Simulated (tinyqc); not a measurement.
Zener tunnelling in a reverse-biased junction, two-band WKB: effect of temperature.

Abrupt p-n junction, depletion approximation. Energies E are counted from the conduction-band edge of the neutral n side; its Fermi level lies at dn, that of the p side at dn - V, and the valence-band edge of the neutral p side at Em = dn + dp - V. Tunnelling needs 0 < E < Em. Two-band dispersion with equal masses m: inside the gap kappa = sqrt(m u (1 - u/Eg)/C), u the distance from a band edge, C = hbar^2/(2 m0).

Nc and Nv are given at 300 K and scale as (T/300 K)^1.5; Eg, m and eps_r are held. Nd = Nc F12(dn/Vt), Na = Nv F12(dp/Vt), F12(x) = (2/sqrt(pi)) int_0^infinity sqrt(u)/(1 + exp(u - x)) du; dn = EF - Ec on the n side, dp = Ev - EF on the p side (negative outside the bands); Vbi = Eg + dn + dp. W = sqrt(2 eps0 eps_r (Vbi - V)(1/Na + 1/Nd)/q), mean field F = (Vbi - V)/W, peak field 2 F. In a uniform field F the exponent is S = pi sqrt(m/C) Eg^1.5/(4 F). Transverse energy Et = C kt^2/m raises it to S (1 + 4 Et/Eg), so T = exp(-S) exp(-Et/Eb) with Eb = Eg/(4 S). KJ = (2 q^2/h) m/(4 pi C) (times 1e14 for A/cm^2 per eV^2). J = KJ exp(-S) Eb times the integral from 0 to Em of [f(E - dn) - f(E - dn + V)] [1 - exp(-min(E, Em - E)/Eb)] dE, f(x) = 1/(1 + exp(x/Vt)), with S and Eb from the mean field; J > 0 flows from p to n.

Parameters, values chosen for the exercise; band and dielectric values those of a made-up semiconductor: band gap Eg = 0.398 eV; relative permittivity eps_r = 19.1; conduction-band density of states at 300 K Nc = 8.77e16 cm^-3; valence-band density of states at 300 K Nv = 7.57e18 cm^-3; band-edge mass of the two-band model m = 0.033 m0; acceptor density Na = 1.6e19 cm^-3; donor density Nd = 4.7e17 cm^-3; bias of the p side V = -2.2 V.

Constants: q = 1.602176634e-19 C, kB = 1.380649e-23 J/K, hbar = 1.054571817e-34 J s, h = 6.62607015e-34 J s, m0 = 9.1093837015e-31 kg, Vt = kB T/q, eps0 = 8.8541878128e-14 F/cm where lengths are in cm, hbar^2/(2 m0) = 0.0380998212 eV nm^2. Results are converted to the units shown.

Results:
```
T (K)	Vbi (V)	mean field (MV/cm)	S	J (A/cm^2)
50	0.5447	0.2436	7.533	-8306
100	0.5433	0.2436	7.535	-8287
150	0.5407	0.2435	7.538	-8250
300	0.5253	0.2428	7.559	-8021
400	0.5089	0.2421	7.582	-7772
```

Estimate the missing row, T = 200 K.

Computed row:
```
T (K)	Vbi (V)	mean field (MV/cm)	S	J (A/cm^2)
200	0.5369	0.2433	7.543	-8194
```

With this row back in the table: Vbi falls from 0.545 to 0.509 V, S rises from 7.53 to 7.58, and |J| falls from 8310 to 7770 A/cm^2, a spread of a factor 1.07. That is small against a thermally activated current. The shrinking of the gap with temperature, left out here, would raise J.

Range of the model: Parabolic densities of states, no band tails and no gap narrowing, all of which matter at such doping.

Computed by the program tinyqc: `OMP_NUM_THREADS=1 python tinyqc.py 2620057 2620058 out.jsonl`, one thread of a shared Intel Xeon 2.30GHz, about 0.02 s for the whole run.
